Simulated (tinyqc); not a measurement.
Anisotropic wet etching of Si(100): plane rates, V-grooves, membranes and undercut: one step, computed by the program tinyqc.

A long slot opens the mask on a (100) wafer. The floor etches at R100; (111) walls stand at theta = arctan(sqrt2) = 54.7356 degrees to the surface and recede at R111 along their normal.

Task: Shape after the time t. A misaligned edge exposes ledges and adds R100 sin(misalignment) to the lateral rate (a simple estimate): u = R111/sin(theta) + R100 sin(misalignment). Top width W = w + 2 u t; floor width b = W - 2 z/tan(theta) = W - sqrt2 z. The floor lasts until b = 0, at t_V = w/(sqrt2 R100 - 2u); depth z = R100 t before t_V and W/sqrt2 after.

Inputs (values chosen for the exercise, close to those used for potassium hydroxide solutions):

| quantity | value | unit |
|---|---|---|
| bath temperature T | 45 | C |
| width w (mask opening along <110>, or membrane width in the design step) | 16 | um |
| misalignment of the mask | 0.5 | degrees |
| etch time t | 36 | min |

R100 = 0.1783786 um/min

R111 = 0.001461934 um/min

Give: lateral rate u; time t_V to close the V; top width W; depth z; floor width b.

Result:

lateral rate u = 0.0033471 um/min

time t_V to close the V = 65.154 min

top width W = 16.241 um

depth z = 6.4216 um

floor width b = 7.1594 um

The floor remains; undercut per side is 0.120 um, 1.88 % of the depth.
